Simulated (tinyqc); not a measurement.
What moves the results: model-solid line-up of a strained alloy layer on a substrate. A value that a table varies takes the place of the one given here.

All values of the alloy are linear in x but the gap, Eg(x) = (1 - x) Eg_A + x Eg_B - C x (1 - x), and the valence edge, Ev(x) = (1 - x) Ev_A + x Ev_B + fv C x (1 - x); Ec = Ev + Eg. Ev is the top of the unstrained valence band on a scale common to all materials. In the layer only the Gamma valley of the conduction band is followed, also where an X or L valley would lie lower.

Coherent growth on a (110) face: e_par = (a_s - a)/a, e_perp = -(C11 + 3 C12 - 2 C44)/(C11 + C12 + 2 C44) e_par; exx = eyy = (e_par + e_perp)/2, ezz = e_par, exy = (e_perp - e_par)/2, eyz = ezx = 0.

Strained edges: Ec + ac tr(e); the valence edges are Ev plus the levels of the 6 x 6 matrix of X, Y, Z times spin with -Dso/3 + l exx + m (eyy + ezz) on the diagonal (cyclic), n exy off it, l = av + 2 b, m = av - b, n = sqrt(3) d. Spin-orbit term (Dso/3) L.sigma on X, Y, Z with (L_k)_ij = -i epsilon_kij: <X+|H|Y+> = -i Dso/3, <X+|H|Z-> = Dso/3, <Y+|H|Z-> = -i Dso/3, <Z+|H|X-> = -Dso/3, <Z+|H|Y-> = i Dso/3, <X-|H|Y-> = i Dso/3, and their conjugates; + and - are the spin along z.

dEc = Ec(substrate) - Ec(layer), dEv = Ev(layer) - Ev(substrate); positive values confine the carrier in the layer. Type I: both of one sign; type II: opposite signs; type III: the gaps do not overlap.

Coherent growth: e_par = (a_s - a)/a. (001): e_perp = -2 (C12/C11) e_par; exx = eyy = e_par, ezz = e_perp, no shear. (111): e_perp = -(2 C11 + 4 C12 - 4 C44)/(C11 + 2 C12 + 4 C44) e_par; exx = eyy = ezz = (2 e_par + e_perp)/3 and exy = eyz = ezx = (e_perp - e_par)/3. (110): e_perp = -(C11 + 3 C12 - 2 C44)/(C11 + C12 + 2 C44) e_par; exx = eyy = (e_par + e_perp)/2, ezz = e_par, exy = (e_perp - e_par)/2, eyz = ezx = 0.

Values chosen for the exercise (A near GaAs, B near GaSb, substrate near InAs; not measured data): a = (5.65, 6.089) angstrom (lattice constant of A, B); Eg = (1.536, 0.802) eV (gap at Gamma to the s-like level of A, B); Dso = (0.337, 0.766) eV (spin-orbit splitting of A, B); Ev = (-0.8, -0.03) eV (top of the unstrained valence band of A, B); ac = (-7.23, -7.47) eV (conduction deformation potential of A, B); av = (1.17, 0.81) eV (valence hydrostatic potential of A, B); b = (-2.03, -2.01) eV (tetragonal shear potential of A, B); d = (-4.85, -4.7) eV (trigonal shear potential of A, B); C11 = (121.8, 88.5) GPa (of A, B); C12 = (55.9, 40.5) GPa (of A, B); C44 = (59.2, 43.5) GPa (of A, B); C = 1.417 eV (bowing of the gap); fv = 0.7 (share of the bowing taken by the valence edge); a_s = 6.056 angstrom (substrate); Eg_s = 0.414 eV (lowest gap of the substrate); Ev_s = -0.59 eV (substrate valence edge); face = 110 (growth face); x = 0.76 (fraction of B).

## Composition against offsets

Each composition is strained to the same substrate.

Results:

| x | e_par (%) | relaxed gap (eV) | strained gap (eV) | valence splitting (meV) | dEc (eV) | dEv (eV) | type |
|---|---|---|---|---|---|---|---|
| 0.53 | 2.95 | 0.794 | 0.285 | 277 | -0.516 | 0.645 | III |
| 0.59 | 2.49 | 0.760 | 0.336 | 229 | -0.569 | 0.647 | III |
| 0.66 | 1.96 | 0.734 | 0.405 | 175 | -0.634 | 0.643 | III |
| 0.72 | 1.51 | 0.722 | 0.472 | 132 | -0.693 | 0.635 | III |
| 0.79 | 0.99 | 0.721 | 0.560 | 84 | -0.765 | 0.620 | III |
| 0.85 | 0.55 | 0.731 | 0.643 | 45 | -0.830 | 0.601 | III |
| 0.92 | 0.04 | 0.756 | 0.751 | 3 | -0.910 | 0.573 | III |
| 0.98 | -0.40 | 0.789 | 0.820 | 31 | -0.981 | 0.575 | III |

The alloy matches the substrate at x = 0.925, where the top valence edge changes its character and the splitting passes through zero. The strained gap runs from 0.285 to 0.820 eV, against 0.794 to 0.789 eV for the relaxed alloy: strain reverses the change that the composition makes. Strains above 2 % can be kept only in layers of a few nanometres. The line-up is type III throughout.

## The same layer on three faces

Composition and substrate are kept.

Results:

| face | e_perp (%) | tr(e) (%) | shift of Ec (meV) | shift of Ev (meV) | valence splitting (meV) | gap (eV) |
|---|---|---|---|---|---|---|
| (001) | -1.108 | 1.311 | -97.2 | 64.5 | 99.5 | 0.5580 |
| (111) | -0.584 | 1.834 | -136.0 | 72.2 | 104.8 | 0.5116 |
| (110) | -0.692 | 1.727 | -128.0 | 70.9 | 104.1 | 0.5208 |

The layer yields most along the normal on (001) and least on (111), so the volume change, and with it the shift of Ec, is largest on (111). The valence splitting, set by b on (001), by d on (111) and by both on (110), is largest on (111). The gaps span 46 meV, from (111) to (001).

## What each parameter does

Strained gap, valence splitting and offsets. Each row changes one parameter from the base and keeps the others.

Results:

| case | gap (eV) | splitting (meV) | dEc (eV) | dEv (eV) |
|---|---|---|---|---|
| base | 0.5208 | 104.1 | -0.7338 | 0.6270 |
| x = 0.74 | 0.4959 | 117.8 | -0.7132 | 0.6313 |
| a_s = 6.036 angstrom | 0.5770 | 74.1 | -0.7692 | 0.6062 |
| C = 1.517 eV | 0.5026 | 104.1 | -0.7283 | 0.6397 |
| fv = 0.9 | 0.5208 | 104.1 | -0.7855 | 0.6787 |
| Ev_s = -0.54 eV | 0.5208 | 104.1 | -0.6838 | 0.5770 |
| C12 = (64.285, 46.575) GPa | 0.5249 | 108.7 | -0.7398 | 0.6289 |
| d = (-5.577, -5.405) eV | 0.5131 | 117.7 | -0.7338 | 0.6347 |
| b = (-2.334, -2.311) eV | 0.5192 | 107.0 | -0.7338 | 0.6286 |

The largest shifts from the base row, up to three for each result and ties (the steps differ in size, so this ranks the rows, not the parameters). gap (eV): a_s +0.0562, x -0.0249, C -0.0182; unchanged at the printed digits by fv and Ev_s. splitting (meV): a_s -29.9, x +13.7, d +13.6; unchanged at the printed digits by C, fv and Ev_s. dEc (eV): fv -0.0517, Ev_s +0.0500, a_s -0.0354; unchanged at the printed digits by d and b. dEv (eV): fv +0.0517, Ev_s -0.0500, a_s -0.0208.

Program tinyqc; command `OMP_NUM_THREADS=1 python tinyqc.py 1080588 1080589 out.jsonl`; about 0.02 s on one thread of a shared Intel(R) Xeon(R) Processor @ 2.30GHz.
